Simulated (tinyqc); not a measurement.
# Ballistic Schottky-barrier transistor with a two-dimensional channel, WKB contacts: two studies

Source Fermi level 0, drain Fermi level -Vd. Far from the contacts Ec = pn - psi, and the gate moves psi one to one; the band edges relax as exp(-x/lam) from pn at the source and pn - Vd at the drain; Ev = Ec - Eg. A carrier of energy w inside the channel band meets at a contact a barrier of height D (the contact edge beyond the channel edge): T = 1 for w >= D, else exp(-S), S = 4 lam sqrt(m/C) [sqrt(D - w) - sqrt(w) arctan sqrt((D - w)/w)], C = hbar^2/(2 m0). The two contacts combine as Ts Td/(Ts + Td - Ts Td).

Values chosen for this exercise; channel values close to those of an ultrathin silicon body with silicide contacts: temperature T = 250 K; band gap Eg = 1.12 eV; barrier for electrons at both contacts pn = 0.76 eV; electron mass mn = 0.2 m0; hole mass mp = 0.25 m0; valleys or subbands g = 2; screening length at the contacts lam = 2.8 nm; drain bias Vd = 0.05 V.

Constants: q = 1.602176634e-19 C, kB = 1.380649e-23 J/K, hbar = 1.054571817e-34 J s, h = 6.62607015e-34 J s, m0 = 9.1093837015e-31 kg, Vt = kB T/q, hbar^2/(2 m0) = 0.0380998212 eV nm^2. Results are converted to the units shown.

Each table varies one quantity; the others keep the values above.

## Effect of the drain bias on the off state

I/W = g (2 q^2/h) int T(w) [N(Es + w) - N(Ed + w)] dw with w the energy of motion along the channel, N(y) = (1/2 pi) sqrt(pi m kB T/C) Fm(-y/kB T), Fm(x) = (1/sqrt(pi)) int_0^infinity u^(-1/2)/(1 + exp(u - x)) du. Electrons: Ds = psi, Dd = psi - Vd, Es = Ec, Ed = Ec + Vd. Holes: Ds = -psi, Dd = Vd - psi, Es = -Ev, Ed = -Ev - Vd. The size of each current is taken; both flow from drain to source and add. The integrals are converged. For each Vd, psi is set to the minimum of I.

Effect of the drain bias on the off state:

| Vd (V) | psi at the minimum (V) | smallest I (uA/um) |
|---|---|---|
| 0.05 | 0.308 | 3.05e-10 |
| 0.21 | 0.402 | 6.73e-9 |
| 0.37 | 0.499 | 1.25e-7 |
| 0.53 | 0.594 | 2.46e-6 |
| 0.68 | 0.683 | 4.22e-5 |
| 0.84 | 0.733 | 3.29e-4 |
| 1 | 0.801 | 0.00268 |

What does the comparison show?

The smallest current rises from 3.05e-10 to 0.00268 uA/um, 5.70 decades a volt between the last two rows, and the minimum moves by 0.52 V a volt over the table: a larger Vd lets holes enter from the drain while electrons still enter from the source.

## Ambipolar transfer curve

Same model as above.

Swing = d(psi)/d(log10 I).

Ambipolar transfer curve:

| ps (V) | electrons (uA/um) | holes (uA/um) | I (uA/um) | swing (mV/decade) |
|---|---|---|---|---|
| -0.29 | 1.944e-19 | 0.03575 | 0.03575 | -89.90 |
| -0.18 | 3.208e-17 | 0.002417 | 0.002417 | -100.2 |
| -0.07 | 5.293e-15 | 2.298e-4 | 2.298e-4 | -114.3 |
| 0.04 | 3.721e-13 | 2.368e-5 | 2.368e-5 | -92.61 |
| 0.15 | 3.997e-12 | 1.702e-7 | 1.702e-7 | -49.61 |
| 0.26 | 5.491e-11 | 1.032e-9 | 1.087e-9 | -53.82 |
| 0.37 | 1.070e-9 | 6.252e-12 | 1.077e-9 | 82.76 |
| 0.47 | 1.973e-8 | 6.027e-14 | 1.973e-8 | 76.92 |
| 0.58 | 5.743e-7 | 3.653e-16 | 5.743e-7 | 73.58 |
| 0.69 | 1.905e-5 | 2.214e-18 | 1.905e-5 | 71.26 |
| 0.8 | 6.504e-4 | 1.342e-20 | 6.504e-4 | 75.07 |
| 0.91 | 0.01193 | 8.130e-23 | 0.01193 | 105.1 |

I goes from 0.0358 through a minimum of 1.08e-9 (at ps = 0.37 V among the rows listed) to 0.0119 uA/um; the exact minimum lies at psi = 0.308 V. Holes carry the left branch and electrons the right. The ratio of the last row to the smallest is 1.11e7 and of the first row 3.32e7, with barriers of 0.76 eV for electrons and 0.360 eV for holes. The steepest swing among the rows is 49.6 mV/decade, against the thermionic limit 49.6.

Range of the model: No scattering, image-force lowering, channel charge or band-to-band tunnelling; parabolic kappa overstates S deep in the gap.

Program tinyqc, `OMP_NUM_THREADS=1 python tinyqc.py 2390038 2390039 out.jsonl`; Intel Xeon 2.30GHz, shared host, one thread, about 0.4 s.
